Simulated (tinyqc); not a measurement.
Inside a calculation. Model: surface potential of a MOS transistor: implicit equation and explicit approximations.

Program tinyqc, `OMP_NUM_THREADS=1 python tinyqc.py 2122037 2122038 out.jsonl`; Intel Xeon 2.30GHz, shared host, one thread, about 0.01 s. Printed values are rounded.

p-type body, charge-sheet picture, depletion and inversion only, full ionisation (an idealisation for deep acceptors), Boltzmann statistics (rough once Na exp(x - xn) passes about Nc/7). In units of Vt: xg = (Vg - Vfb)/Vt, x = psi/Vt, G = gamma/sqrt(Vt), xn = (2 phiF + Vc)/Vt. The implicit equation is (xg - x)^2 = G^2 [x - 1 + exp(x - xn)] for x above about 3. Cox = eps0 eox/tox.

Values chosen for this exercise; band and dielectric values close to those of silicon: temperature T = 400 K; band gap Eg = 1.11 eV; relative permittivity eps_r = 11.9; conduction-band density of states at T Nc = 4.3e19 cm^-3; valence-band density of states at T Nv = 4.06e19 cm^-3; relative permittivity of the gate insulator (close to silicon dioxide) eox = 3.9; insulator thickness tox = 19 nm; acceptor density Na = 3.5e16 cm^-3; flat-band voltage Vfb = -0.39 V; channel-body voltage Vc = 0 V; gate-body voltage Vg = 0.37 V.

Constants: q = 1.602176634e-19 C, kB = 1.380649e-23 J/K, Vt = kB T/q, eps0 = 8.8541878128e-14 F/cm where lengths are in cm. Results are converted to the units shown.

## Scales

ni = sqrt(Nc Nv) exp(-Eg/(2 Vt)), Eg in volts; phiF = Vt ln(Na/ni); gamma = sqrt(2 q eps0 eps_r Na)/Cox; VT = Vfb + Vt (xn + G sqrt(xn - 1)).

phiF = 0.3107885 V
gamma = 0.5981255 V^0.5
G = 3.221632
xn = 18.03276
VT = 0.6898785 V
xg = 22.04858

## Explicit approximation

Depletion value a = 1 + [sqrt(G^2/4 + xg - 1) - G/2]^2; inversion value b = xn + ln[(xg - xn)^2/G^2 - xn + 1] and first guess y = min(a, b) - ln(1 + exp(-|a - b|)) if a > xn + 1, else b = y = a; one second-order correction with D = exp(y - xn), p = 2 (xg - y) + G^2 (1 + D), w = (xg - y)^2 - G^2 (y - 1 + D): z = y + 2 w/(p + sqrt(p^2 - 2 (2 - G^2 D) w)), or the Newton step z = y + w/p where the root is not real.

a = 11.57305
b = 11.57305
y = 11.57305
p = 31.34622
w = -0.01624571
z = 11.57253

The root of the implicit equation is x = 11.5725; y misses it by 5.2e-4 and z by -1.2e-14, in units of Vt.

## Starting value

x = y rounded to two decimals.

x at the start = 11.57

## Iteration 1: new x

D = exp(x - xn), f = (xg - x)^2 - G^2 (x - 1 + D), f' = -2 (xg - x) - G^2 (1 + D), x(new) = x - f/f'.

D = 0.001560490
f = 0.07945001
f' = -31.35228
x after iteration 1 = 11.57253

## Iteration 2: new x

As before.

D = 0.001564450
f = 6.369649e-6
f' = -31.34725
x after iteration 2 = 11.57253

## Course of the iteration

Stop when the step is below 1e-11, or after 60 iterations.

Course of the iteration:
```
iteration  x before the step      step
1                      11.57   2.53e-3
2                   11.57253   2.03e-7
3                   11.57253  1.78e-15
```

Converged in 3 iterations.

## Potential, charges and gate control

converged x = 11.57253

psi = Vt x; N_dep = Cox Vt G sqrt(x - 1)/q; N_inv = (Cox Vt G/q) [sqrt(x - 1 + exp(x - xn)) - sqrt(x - 1)]; dpsi/dVg = 1/[1 + G^2 (1 + exp(x - xn))/(2 (xg - x))].

psi = 0.3988975 V
N_dep = 4.095884e11 cm^-2
N_inv = 3.0303e7 cm^-2
dpsi/dVg = 0.6683872

psi lies 6.5 Vt below 2 phiF + Vc.
